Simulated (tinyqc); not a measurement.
Capillary instabilities by surface diffusion: grooving and agglomeration of films, edge retraction, wire break-up and smoothing of roughness. Changing the grain-boundary energy gamma_b. Computed by tinyqc, a small Python program. Command: `OMP_NUM_THREADS=1 python tinyqc.py 3024167 3024168 out.jsonl dewet sweep`. One thread of a shared host (Intel(R) Xeon(R) Processor @ 2.30GHz), about 0.01 s of CPU time with the checks.

Isotropic surface energy; shapes change by surface diffusion alone.

Inputs (values chosen for the exercise, for a model film):
```
quantity,value,unit
surface energy gamma_s,1.21,J/m^2
atomic volume Omega,17,angstrom^3
surface sites nu,10,1/nm^2
prefactor D0,6.6e-05,m^2/s
activation energy Q,0.975,eV
temperature T,448,K
time t,910,s
film thickness h,7.7,nm
grain radius R,81,nm
```

Grooves: at the surface only.

Constants: k_B = 8.617333262e-05 eV/K; k_B = 1.380649e-23 J/K.

Method:
- B = D_s nu gamma_s Omega^2/(k_B T), D_s = D0 exp(-Q/(k_B T)).
- Groove angle beta: sin(beta) = gamma_b/(2 gamma). For circular grains of radius R with spherical caps the groove ends (measured from the mean surface) at the depth R g(beta), g = (2 - 3 cos beta + cos^3 beta)/(3 sin^3 beta). The film parts if R g(beta_s) > h.
- Mullins' isolated groove: depth below the flat surface d = 0.780 m (B t)^(1/4), m = tan(beta_s), width between the ridges 4.6 (B t)^(1/4); time to reach h: (h/(0.780 m))^4/B.

One run for each value:
```
grain-boundary energy gamma_b (J/m^2),critical R/h,beta_s (degrees),time to reach the substrate (s)
0.121,79.933,2.866,3.7664e+06
0.225,42.898,5.335,3.1115e+05
0.328,29.331,7.790,6.7553e+04
0.432,22.168,10.283,2.1836e+04
0.536,17.761,12.796,8.8899e+03
0.640,14.767,15.335,4.1836e+03
0.743,12.610,17.880,2.1842e+03
0.847,10.948,20.487,1.2140e+03
```

Over the rows, critical R/h falls from 79.9 to 10.9 (exponent d ln y / d ln x -1.0 between the first rows and -1.1 between the last); beta_s (degrees) rises from 2.87 to 20.5 (exponent d ln y / d ln x about 1.0 throughout); time to reach the substrate (s) falls from 3.77e6 to 1210 (exponent d ln y / d ln x -4.0 between the first rows and -4.5 between the last). At the low end the exponent of critical R/h is -1.00, close to -1: g is about beta/4 for small angles.

Caution (all rows): the grains are too small for the surface groove ever to reach the depth h.
